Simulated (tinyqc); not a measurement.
What each change does: short-period [001] superlattice in sp3s* tight binding.

Planes alternate anion, cation along [001], a/4 apart; at zero in-plane momentum s, pz, s* form one block. All levels of A are shifted so that its Ev (lower root of [[Epa, Vxx], [Vxx, Epc]]) is 0, and those of B so that its Ev is -dEv. A monolayer is an anion plane and the cation plane above it; an anion between unlike cations takes the mean of the two anion levels; each bond takes the couplings of its cation. Block from an anion to the cation above: U with Vss/2 (s,s), Vsapc/2 (s,z), -Vscpa/2 (z,s), Vxx/2 (z,z), Vxapc/2 (s*,z), -Vpaxc/2 (z,s*); to the cation below: the same with the s-z and s*-z signs reversed. The cell of n + m monolayers is closed with the phase exp(2 pi i q). No spin-orbit coupling. In this block 2 (n + m) levels are filled.

For the two lowest empty levels at q = 0: energy, share of the cation weight on A, and Gamma character, the share of the cation amplitudes with Fourier index |j|/(n + m) < 1/4 along the stack (near 1: Gamma-like, near 0: folded from X).

Inputs chosen for the exercise (A near a published set for GaAs, B for AlAs; not measured data):

| symbol | value | unit | meaning |
|---|---|---|---|
| pA | (-8.349, 1.042, -2.652, 3.669, 8.589, 6.732, -6.449, 1.956, 5.08, 4.487, 5.79, 4.856, 4.8) | eV | order Esa, Epa, Esc, Epc, Exa, Exc, Vss, Vxx, Vxy, Vsapc, Vscpa, Vxapc, Vpaxc |
| pB | (-7.544, 0.982, -1.16, 3.578, 7.463, 6.721, -6.682, 1.883, 4.294, 5.125, 5.5, 4.525, 5.007) | eV | the same for B |
| dEv | 0.52 | eV | valence offset: Ev(B) lies this far below Ev(A) |
| n2 | 7 |  | monolayers of A |
| m2 | 8 |  | monolayers of B |

A cell with n = n2 and m = m2.

Results for these values:

| case | E1 (eV) | A share 1 | Gamma 1 | E2 (eV) | A share 2 | Gamma 2 |
|---|---|---|---|---|---|---|
| base | 1.7647 | 0.11 | 0.11 | 1.7847 | 0.84 | 0.91 |

What happens to each result for n2 = 9, all else kept?

Answer: E1 falls from 1.7647 to 1.7259; A share 1 rises from 0.11 to 0.94; Gamma 1 rises from 0.11 to 0.98; E2 falls from 1.7847 to 1.7670; A share 2 falls from 0.84 to 0.02; Gamma 2 falls from 0.91 to 0.02.

The same for each parameter in turn:

| case | E1 (eV) | A share 1 | Gamma 1 | E2 (eV) | A share 2 | Gamma 2 |
|---|---|---|---|---|---|---|
| base | 1.7647 | 0.11 | 0.11 | 1.7847 | 0.84 | 0.91 |
| n2 = 9 | 1.7259 | 0.94 | 0.98 | 1.7670 | 0.02 | 0.02 |
| m2 = 10 | 1.7624 | 0.02 | 0.02 | 1.7685 | 0.01 | 0.00 |
| dEv = 0.62 eV | 1.6667 | 0.01 | 0.00 | 1.6927 | 0.03 | 0.00 |

(tinyqc, `OMP_NUM_THREADS=1 python tinyqc.py 1481769 1481770 out.jsonl`, Intel(R) Xeon(R) Processor @ 2.30GHz, 1 thread, shared host, about 0.3 s.)
